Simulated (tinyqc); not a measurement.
## Sharing a fixed EOT between the layers

Without charge in the stack, a voltage of 0.6 V over an EOT of 1.8 nm gives F1 = (V/EOT)(3.9/e1) and F2 = F1 e1/e2; t2 = e2 (EOT/3.9 - t1/e1).

Inputs (values chosen for the exercise): relative permittivity of layer 1 e1 = 4.02; relative permittivity of layer 2 e2 = 22.6.

Result of one run:

| t2 (nm) | physical thickness (nm) | drop over layer 1 (V) | drop over layer 2 (V) |
|---|---|---|---|
| 1.548 | 3.128 | 0.5109 | 0.08905 |

Which thickness of layer 1, next to the semiconductor t1 gave this result: 0.23, 0.68, 1.35 or 1.58 nm?

t1 = 1.58 nm.

The whole series:

| t1 (nm) | t2 (nm) | physical thickness (nm) | drop over layer 1 (V) | drop over layer 2 (V) |
|---|---|---|---|---|
| 0 | 10.43 | 10.43 | 0 | 0.6000 |
| 0.23 | 9.138 | 9.368 | 0.07438 | 0.5256 |
| 0.45 | 7.901 | 8.351 | 0.1455 | 0.4545 |
| 0.68 | 6.608 | 7.288 | 0.2199 | 0.3801 |
| 0.9 | 5.371 | 6.271 | 0.2910 | 0.3090 |
| 1.13 | 4.078 | 5.208 | 0.3654 | 0.2346 |
| 1.35 | 2.841 | 4.191 | 0.4366 | 0.1634 |
| 1.58 | 1.548 | 3.128 | 0.5109 | 0.08905 |

Each 0.1 nm of layer 1 costs 0.562 nm of layer 2, so the physical thickness falls from 10.4 to 3.13 nm. The fields do not change, 3.23 MV/cm in layer 1 and 0.575 MV/cm in layer 2, and layer 1 takes half of the voltage at t1 = 0.928 nm.

Computed by the program tinyqc: `OMP_NUM_THREADS=1 python tinyqc.py 2010029 2010030 out.jsonl`, one thread of a shared Intel Xeon 2.30GHz, about 0.01 s for the whole run.
